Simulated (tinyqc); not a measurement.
What each parameter does: strain-driven crossing of the Gamma and L valleys in a germanium-like crystal alloyed with tin.

Biaxial loads: e0 is the in-plane strain e_par and the normal is free. (001): e_perp = -2 (C12/C11) e_par; exx = eyy = e_par, ezz = e_perp, no shear. (111): e_perp = -(2 C11 + 4 C12 - 4 C44)/(C11 + 2 C12 + 4 C44) e_par; exx = eyy = ezz = (2 e_par + e_perp)/3 and exy = eyz = ezx = (e_perp - e_par)/3. (110): e_perp = -(C11 + 3 C12 - 2 C44)/(C11 + C12 + 2 C44) e_par; exx = eyy = (e_par + e_perp)/2, ezz = e_par, exy = (e_perp - e_par)/2, eyz = ezx = 0. Uniaxial loads: a stress along n, scaled so that n.e.n = e0, with exx = s11 sxx + s12 (syy + szz), exy = s44 sxy/2, s11 = (C11 + C12)/((C11 - C12)(C11 + 2 C12)), s12 = -C12/((C11 - C12)(C11 + 2 C12)), s44 = 1/C44.

Edges from the unstrained valence top: Gamma at Eg + ac tr(e); an L valley with unit axis u at EgL + aL tr(e) + XuL (u.e.u - tr(e)/3), u along [111], [1-1-1], [-11-1], [-1-11]; valence edges are the levels of the 6 x 6 matrix of X, Y, Z times spin with -Dso/3 + l exx + m (eyy + ezz) on the diagonal (cyclic), n exy off it, l = av + 2 b, m = av - b, n = sqrt(3) d. Spin-orbit term (Dso/3) L.sigma on X, Y, Z with (L_k)_ij = -i epsilon_kij: <X+|H|Y+> = -i Dso/3, <X+|H|Z-> = Dso/3, <Y+|H|Z-> = -i Dso/3, <Z+|H|X-> = -Dso/3, <Z+|H|Y-> = i Dso/3, <X-|H|Y-> = i Dso/3, and their conjugates; + and - are the spin along z.

With tin the unstrained gaps become E(y) = (1 - y) E + y EgS - CS y (1 - y); all other values are kept.

Values chosen for the exercise (near those of Ge, gaps at low temperature; shifted at random, so the results belong to these values and not to a real crystal):
- Eg = 0.893 eV (gap at Gamma to the s-like level)
- EgL = 0.758 eV (gap to L)
- Dso = 0.284 eV (spin-orbit splitting)
- ac = -8.4 eV (conduction deformation potential)
- av = 1.22 eV (valence hydrostatic potential)
- b = -2.56 eV (tetragonal shear potential)
- d = -5.32 eV (trigonal shear potential)
- aL = -1.61 eV (hydrostatic potential of the L edge, Xd + Xu/3)
- XuL = 16.16 eV (uniaxial potential, L)
- y = 0.096 (tin fraction)
- EgS = (-0.373, 0.095) eV (Gamma and L gaps of the tin end)
- CS = (2.87, 0.96) eV (bowing of the Gamma and L gaps)
- C11 = 126.7 GPa
- C12 = 48.2 GPa
- C44 = 68 GPa
- load = uniaxial [110] (kind of strain)
- e0 = 0.0223 (size of the strain)

Direct gap, Gamma minus the lowest L edge and the valence splitting.

One parameter was then changed.

Results before and after:
```
case     direct gap (eV)  Gamma - L (meV)  valence splitting (meV)
base              0.3100            -60.6                    114.3
changed           0.2928            -77.9                    114.3
```

Which of these changes was made? (a) C12 = 55.43 GPa; (b) ac = -9.66 eV; (c) C44 = 78.2 GPa; (d) d = -6.118 eV; (e) e0 = 0.02564; (f) aL = -1.3685 eV; (g) XuL = 18.584 eV.

Answer: (b) ac = -9.66 eV. Of the candidates, run in turn, only this one gives the changed row.

All candidates:
```
case             direct gap (eV)  Gamma - L (meV)  valence splitting (meV)
base                      0.3100            -60.6                    114.3
XuL = 18.584 eV           0.3100            -42.4                    114.3
e0 = 0.02564              0.2778            -56.4                    125.0
aL = -1.3685 eV           0.3100            -63.9                    114.3
C44 = 78.2 GPa            0.2992            -75.5                    119.1
C12 = 55.43 GPa           0.3164            -55.5                    120.1
ac = -9.66 eV             0.2928            -77.9                    114.3
d = -6.118 eV             0.3044            -60.6                    116.3
```

Program tinyqc; command `OMP_NUM_THREADS=1 python tinyqc.py 1051040 1051041 out.jsonl`; about 0.01 s on one thread of a shared Intel(R) Xeon(R) Processor @ 2.30GHz.
